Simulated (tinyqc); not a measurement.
n-type polysilicon, carrier trapping at grain boundaries: one step of the calculation.

One-dimensional grains of size Lg, uniform ionised doping N, monovalent traps Qt at each boundary at a depth Et below (for electrons) or above (for holes) the band edge there, abrupt depletion of width W on each side of a boundary, Boltzmann statistics. xi is the distance from the band edge at the grain centre to the Fermi level. Trapped charge Qt/(1 + exp((xi + VB - Et)/Vt)) = 2 N W, barrier VB = q N W^2/(2 eps0 eps_r).

Task. Depletion width, Fermi level and barrier. If the trap equation with xi = Vt ln(NB/N) has a root W < Lg/2, the grain is partly depleted; otherwise W = Lg/2 and the trap equation gives xi = Et - VB + Vt ln(Qt/(N Lg) - 1). N* = Qt/Lg.

Inputs (values chosen for the exercise); values of the order met in polycrystalline silicon:
```
symbol   value   unit                                                              meaning
T          300      K                                                          temperature
eps_r     11.7                                                       relative permittivity
NB      2.8e19  cm^-3                               conduction-band density of states at T
Lg          19     nm                                                           grain size
Qt      8.3e11  cm^-2                                     trap density of a grain boundary
Et        0.38     eV  depth of the trap level from the majority band edge at the boundary
N         2e18  cm^-3                                                               doping
```

Constants: q = 1.602176634e-19 C, kB = 1.380649e-23 J/K, Vt = kB T/q, eps0 = 8.8541878128e-14 F/cm where lengths are in cm. Results are converted to the units shown.

Give: N*; W; xi; VB; share of traps filled.

Result.

N* = 4.368e17 cm^-3
W = 2.075 nm
xi = 0.06822 V
VB = 0.006659 V
share of traps filled = 1.000

N is 4.58 N*, and the grain is partly depleted; VB = 0.258 Vt.

tinyqc, about 0.01 s, one thread, Intel Xeon 2.30GHz (shared host): `OMP_NUM_THREADS=1 python tinyqc.py 2830117 2830118 out.jsonl`
